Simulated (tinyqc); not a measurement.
Carrier lifetime of an n-type layer with SRH, radiative, Auger and surface recombination: course of the iteration.

Uniform excess density dn = dp (no trapping), n = n0 + dn, p = p0 + dn, Boltzmann statistics, full ionisation. Surfaces enter as a rate 2 S dn/d, which holds while diffusion to them is fast.

Start: dn = 2e18 cm^-3.

With e = n p - ni^2 = dn (n0 + p0 + dn): U_SRH = e/(tp0 (n + n1) + tn0 (p + p1)), U_rad = B e, U_Aug = (Cn n + Cp p) e, U_s = 2 S dn/d. Substitution: tau = dn/U with U the sum, dn(new) = G tau.

Stop when the step is below 1e-10 of the value, or after 40 iterations.

Parameters, values chosen for the exercise; band and dielectric values close to those of In0.53Ga0.47As:
- B = 1e-10 cm^3/s (radiative coefficient)
- Cn = 2.6e-29 cm^6/s (Auger coefficient (two electrons))
- Cp = 4.4e-30 cm^6/s (Auger coefficient (two holes))
- S = 0 cm/s (surface recombination velocity (both faces))
- d = 2 um (sample thickness)
- G = 1.3e24 cm^-3 s^-1 (generation rate)

n0 = 1.80000e14 cm^-3
p0 = 5.38325e6 cm^-3
n1 = 2.11782e8 cm^-3
p1 = 4.57538e12 cm^-3
tn0 = 1.68919e-6 s
tp0 = 8.44595e-6 s

Course of the iteration:
```
iteration  dn before the step (cm^-3)  step (cm^-3)
1                                2e18      -2.00e18
2                          4.04057e15       2.49e18
3                          2.49066e18      -2.49e18
4                          2.96945e15       3.13e18
5                          3.13377e18      -3.13e18
6                          2.12394e15       3.93e18
7                          3.93357e18      -3.93e18
8                          1.50482e15       4.83e18
9                          4.83315e18      -4.83e18
...                               ...           ...
32                         5.33063e14       7.46e18
33                         7.46241e18      -7.46e18
34                         5.32932e14       7.46e18
35                         7.46294e18      -7.46e18
36                         5.32868e14       7.46e18
37                         7.46320e18      -7.46e18
38                         5.32837e14       7.46e18
39                         7.46332e18      -7.46e18
40                         5.32822e14       7.46e18
```

Did this iteration meet its convergence test, and what does its course show?

No. Not converged within 40 iterations: the residual has levelled off at one value (counting the size of the step as the residual). dn swings between about 5.33e14 and 7.46e18 cm^-3. At the solution d ln U/d ln dn = 2.02, so the logarithmic slope of the map is 1 - 2.02 = -1.02; its size exceeds 1, so substitution cannot settle there. A rerun with Newton steps in ln dn converges in 5 iterations.

Numbers from tinyqc (`OMP_NUM_THREADS=1 python tinyqc.py 2300025 2300026 out.jsonl`; about 0.01 s on one thread of a shared Intel Xeon 2.30GHz).
